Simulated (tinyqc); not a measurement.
Worked calculation: coherent transport through a tight-binding region between two chains. Computed by tinyqc, a small Python program that keeps every step. Settings: temperature = 300, mu = 0.23. Command: `OMP_NUM_THREADS=1 python tinyqc.py 22730 22731 out.jsonl` (the two numbers bound the seeds that draw the settings). One thread of a shared host (Intel(R) Xeon(R) Processor @ 2.60GHz), about 0.09 s of CPU time with the checks.

## Transmission at E = 0.1 eV

H of the central region (eV), lower triangle:
```
,1,2,3,4,5
1,0.4000
2,-1.6600,0.1100
3,0.0000,-1.4000,-0.5000
4,0.0000,0.0000,-0.4800,0.4700
5,0.0000,0.0000,0.0000,-0.8100,0.8900
```

Leads: semi-infinite chains with site energy 0:
```
parameter,value
lead hopping t (eV),1.460000
coupling to the left lead (eV),1.240000
coupling to the right lead (eV),1.000000
left contact site,1
right contact site,5
```

E = 0.1000 eV

Surface Green function g = (E - i sqrt(4 t^2 - E^2)) / (2 t^2); self-energy tc^2 g on each contact site; G = (E - H - Sigma)^(-1); Gamma = -2 Im Sigma; T = Gamma_L Gamma_R |G_LR|^2; local density of states -Im G_ii / pi.

g = 0.0235-0.6845i 1/eV

G (1/eV), lower triangle:
```
,1,2,3,4,5
1,0.0920-0.5356i
2,0.2814-0.1667i,-0.0488-0.2122i
3,-0.1070+0.6339i,0.3802+0.1962i,0.1296-0.7502i
4,-0.6870-0.3060i,-0.3331+0.3737i,0.8122+0.3655i,-0.0437-1.5467i
5,-0.2504-0.5154i,-0.3775+0.0544i,0.2942+0.6115i,0.7333-0.9231i,0.1606-0.7840i
```

local density of states (1/eV): 0.1705  0.0675  0.2388  0.4923  0.2496

transmission = 0.9463

## Transmission across the band

The same steps on a grid of energies.

T(E):
```
E (eV),T
-2.774000,1.95e-04
-2.496600,0.0032
-2.219200,0.0083
-1.941800,0.0078
-1.664400,0.0100
-1.387000,0.0172
-1.109600,0.0381
-0.832200,0.1077
-0.554800,0.3454
-0.277400,0.7699
0.000000,0.9607
0.277400,0.7885
0.554800,0.4282
0.832200,0.2323
1.109600,0.1573
1.387000,0.1340
1.664400,0.1259
1.941800,0.0920
2.219200,0.0461
2.496600,0.0223
2.774000,0.0102
```

levels of the isolated region (eV): -2.1864  -0.4153  0.1306  1.5387  2.3025

## Current

I = (2e/h) int T(E) [f(E - mu - V/2) - f(E - mu + V/2)] dE at 300 K with mu = 0.23 eV, the bias not changing H; 2e^2/h = 77.48092 microsiemens; the integral runs over the band on 4001 points.

Current:
```
V (volt),I (microampere)
0.0100,0.6515
0.0500,3.2558
0.1000,6.5017
0.2000,12.9253
0.4000,25.2716
0.8000,46.8600
```
